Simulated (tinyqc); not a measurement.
From results back to parameters: heavy doping: gap narrowing, degeneracy and the minority density. Three cases, with inputs chosen for the exercise.

Problem. The minority density was computed from a hidden true narrowing dEg.

F_j(eta) = (1/Gamma(j + 1)) integral_0^infinity x^j dx/(1 + exp(x - eta)), which tends to exp(eta) for eta << 0.

Majority: N = Nc F_1/2(eta), eta the distance of EF beyond the majority band edge in kT. Degeneracy factor gam = F_1/2(eta)/exp(eta). ni0^2 = Nc Nv exp(-Eg/kT); product n p = ni0^2 gam exp(dEg/kT), dEg the true narrowing; apparent narrowing dEa = dEg + kT ln gam; minority density = n p/N.

Constants: kB = 8.617333262e-05 eV/K.

Find: dEa; gam; dEg.

Method. dEa = kT ln(minority x N/ni0^2); gam follows from N alone, and dEg = dEa - kT ln gam.

Case 1.

Values chosen (gap and densities of states near those of Si at this temperature; narrowing constants near the fits for Si; the results hold for these values, not for the real material): N = 2.4e+19 1/cm^3 (ionised donors, equal to the majority density); Eg = 1.133 eV (gap); Nc = 2.14e+19 1/cm^3 (conduction-band density of states); Nv = 8.53e+18 1/cm^3 (valence-band density of states); T = 250 K.

minority density = 0.00206384 1/cm^3

Solution.

dEa = 63.19 meV
gam = 0.6767
dEg = 71.60 meV

Case 2.

Values chosen (gap and densities of states near those of Si at this temperature; narrowing constants near the fits for Si; the results hold for these values, not for the real material): N = 1.7e+18 1/cm^3 (ionised donors, equal to the majority density); Eg = 1.109 eV (gap); Nc = 3.44e+19 1/cm^3 (conduction-band density of states); Nv = 1.42e+19 1/cm^3 (valence-band density of states); T = 350 K.

minority density = 114706 1/cm^3

Solution.

dEa = 39.59 meV
gam = 0.9827
dEg = 40.12 meV

Case 3.

Values chosen (gap and densities of states near those of Si at this temperature; narrowing constants near the fits for Si; the results hold for these values, not for the real material): N = 6.1e+18 1/cm^3 (ionised donors, equal to the majority density); Eg = 1.082 eV (gap); Nc = 5.1e+19 1/cm^3 (conduction-band density of states); Nv = 2.08e+19 1/cm^3 (valence-band density of states); T = 450 K.

minority density = 5.65326e+08 1/cm^3

Solution.

dEa = 56.24 meV
gam = 0.9587
dEg = 57.88 meV

Computed by tinyqc, one run a case: `OMP_NUM_THREADS=1 python tinyqc.py N N+1 out.jsonl` with N = 1680078, 1680194, 1680232; one thread of a shared Intel(R) Xeon(R) Processor @ 2.30GHz, about 0.01 s a run at most.
